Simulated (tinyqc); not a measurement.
Grain growth, pinning, strength and diffusional creep of a polycrystal or thin film. Inputs raised by 2 %, one at a time. Computed by tinyqc, a small Python program. Command: `OMP_NUM_THREADS=1 python tinyqc.py 3031276 3031277 out.jsonl grain sens`. One thread of a shared host (Intel(R) Xeon(R) Processor @ 2.30GHz), about 0.01 s of CPU time with the checks.

One mean grain size d describes the structure.

Inputs (values chosen for the exercise, modelled on aluminium): atomic volume Omega = 16.59 angstrom^3; boundary energy gamma = 0.31 J/m^2; mobility prefactor M0 = 7.4e-05 m^4/(J s); activation energy of boundary motion Q_m = 0.973 eV; anneal temperature T = 353 K; anneal time t = 25000 s; initial grain size d0 = 85 nm; particle volume fraction f = 0.0019; particle radius r = 3.9 nm; film thickness h = 100 nm; surface energy gamma_s = 1.1 J/m^2; lattice diffusion energy Q_l = 1.45 eV; boundary diffusion energy Q_b = 0.857 eV; lattice prefactor D0 = 0.00012 m^2/s; boundary prefactor delta D0b = 1.1e-15 m^3/s; applied stress sigma = 20 MPa; service temperature T_c = 431 K.

Sample: thin film on a substrate.

Constants: k_B = 8.617333262e-05 eV/K; k_B = 1.380649e-23 J/K.

Method:
- M = M0 exp(-Q_m/(k_B T)). The driving pressure is 2 gamma/d. Zener pinning pressure 3 f gamma/(2 r) stops growth at d_Z = 4 r/(3 f). Grooves where boundaries meet the surface have the angle theta = arcsin(gamma/(2 gamma_s)) and are taken to stop growth at d_h = h/(2 theta), a few film thicknesses; the limit is 1/d_lim = 1/d_Z + 1/d_h.
- dd/dt = 2 M gamma (1/d - 1/d_lim) integrates to 2 M gamma t = d_lim (d0 - d) + d_lim^2 ln[(d_lim - d0)/(d_lim - d)]; without pinning d^2 = d0^2 + 4 M gamma t.
- Nabarro-Herring rate = 14 sigma Omega D_l/(k_B T d^2), D_l = D0 exp(-Q_l/(k_B T)); Coble rate = 14 pi sigma Omega delta D_b/(k_B T d^3), delta D_b = delta D0b exp(-Q_b/(k_B T)); they are equal at d_x = pi delta D_b/D_l.

Runs:
```
input moved                            from         to  grain size d (nm)  Coble rate (1/s)  time to 1 % strain (s)  crossover size d_x (micrometre)
base run                                  -          -             157.28        6.6049e-05                  151.31                           247.42
mobility prefactor M0 (m^4/(J s))   7.4e-05  7.548e-05             158.21        6.4895e-05                  154.00                           247.42
anneal time t (s)                     25000      25500             158.21        6.4895e-05                  154.00                           247.42
initial grain size d0 (nm)               85       86.7             157.92        6.5257e-05                  153.14                           247.42
particle radius r (nm)                  3.9      3.978             157.35        6.5956e-05                  151.52                           247.42
boundary diffusion energy Q_b (eV)    0.857    0.87414             157.28        4.1633e-05                  239.95                           155.96
service temperature T_c (K)             431     439.62             157.28        1.0180e-04                   98.14                           180.92
applied stress sigma (MPa)               20       20.4             157.28        6.7370e-05                  148.34                           247.42
```

Exponents ln(y'/y) / ln(x'/x):
```
input                          grain size d  Coble rate  time to 1 % strain  crossover size d_x
mobility prefactor M0                 0.297      -0.890               0.890               0.000
anneal time t                         0.297      -0.890               0.890               0.000
initial grain size d0                 0.203      -0.609               0.609               0.000
particle radius r                     0.024      -0.071               0.071               0.000
boundary diffusion energy Q_b         0.000     -23.304              23.286             -23.304
service temperature T_c               0.000      21.847             -21.859             -15.809
applied stress sigma                  0.000       1.000              -1.000               0.000
```

Which inputs matter most for each result?

Among the inputs moved here: grain size d answers most in size to mobility prefactor M0 (exponent +0.297), and about equally to anneal time t (+0.297); its exponent is below 0.0005 for boundary diffusion energy Q_b, service temperature T_c, applied stress sigma. Coble rate answers most in size to boundary diffusion energy Q_b (exponent -23.304), next to service temperature T_c (+21.847). Time to 1 % strain answers most in size to boundary diffusion energy Q_b (exponent +23.286), next to service temperature T_c (-21.859). Its exponent -1.000 in applied stress sigma: diffusional creep is linear in stress. Crossover size d_x answers most in size to boundary diffusion energy Q_b (exponent -23.304), next to service temperature T_c (-15.809); its exponent is below 0.0005 for mobility prefactor M0, anneal time t, initial grain size d0, particle radius r, applied stress sigma.

Caution (all rows): T_c is above the anneal temperature, so the grains would go on growing in service.

Extremes, crossings and ranges named in words are read from the listed rows.
